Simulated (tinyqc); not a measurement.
Hot carriers by balance equations with a heated Maxwellian: one step, computed by the program tinyqc. Command: `OMP_NUM_THREADS=1 python tinyqc.py 3025037 3025038 out.jsonl hot walk`. One thread of a shared host (Intel(R) Xeon(R) Processor @ 2.30GHz), about 0.01 s of CPU time with the checks.

The carriers follow a Maxwellian at an electron temperature T_e, slightly displaced; the drift energy is neglected against k_B T_e. The balance averages the rate, not the time, so mu_0 lies below the relaxation-time value.

Task: Drift velocity. Parabolic band: E = hbar^2 k^2/(2 m), speed v = hbar k/m, states per spin, volume and energy g(E) = m k/(2 pi^2 hbar^2). Masses are multiplied by m_0 and all formulas are in SI units. Phonon occupation N_q = 1/(exp(hbar w/(k_B T)) - 1). Acoustic deformation potential (elastic, equipartition, absorption and emission together): 1/tau = 2 pi k_B T D_A^2 g(E)/(hbar rho v_l^2). Optical or intervalley deformation potential: 1/tau = (pi Z_f D_o^2/(rho w)) [N_q g(E + hbar w) + (N_q + 1) g(E - hbar w)], with g = 0 below the band edge. Averages over the Maxwellian, <y> = int y x^(1/2) exp(-x) dx / int x^(1/2) exp(-x) dx with x = E/(k_B T_e), split at x_0 = hbar w/(k_B T_e): 64 Gauss-Legendre points in sqrt(x) below it and 128 in sqrt(x - x_0) above it, up to x = 32. Momentum balance: mu(T_e) = e/(m nu), nu = <x (sum of rates)>/<x>. Power lost per carrier: P(T_e) = hbar w <emission rate - absorption rate> + <(2 m v_l^2/(k_B T)) (E - 2 k_B T) acoustic rate>. v = mu(T_e) F; warm-carrier coefficient (mu/mu_0 - 1)/F^2.

Inputs (values chosen for the exercise, modelled on electrons in germanium):
```
quantity                                          value       unit
effective mass m                                  0.218        m_0
density rho                                        5323     kg/m^3
sound velocity v_l                                 5150        m/s
acoustic deformation potential D_A                   12         eV
phonon energy hbar w                               33.5        meV
optical or intervalley deformation potential D_o    5.6  1e8 eV/cm
final valleys Z_f                                     3          -
lattice temperature T                               200          K
electric field F                                   0.36      kV/cm
```

Band: parabolic. Solver: damped fixed point.

electron temperature T_e = 204.7178 K

low-field mobility mu_0 = 2978.536 cm^2/(V s)

Constants: k_B = 8.617333262e-05 eV/K; k_B = 1.380649e-23 J/K; e = 1.602176634e-19 C; hbar = 1.054571817e-34 J s; m_0 = 9.1093837015e-31 kg; hbar = 6.582119569e-16 eV s.

Give: mobility mu(T_e); drift velocity; mu/mu_0; (mu/mu_0 - 1)/F^2.

Result:

mobility mu(T_e) = 2929 cm^2/(V s)

drift velocity = 0.1054 1e7 cm/s

mu/mu_0 = 0.9832

(mu/mu_0 - 1)/F^2 = -0.1294 cm^2/kV^2
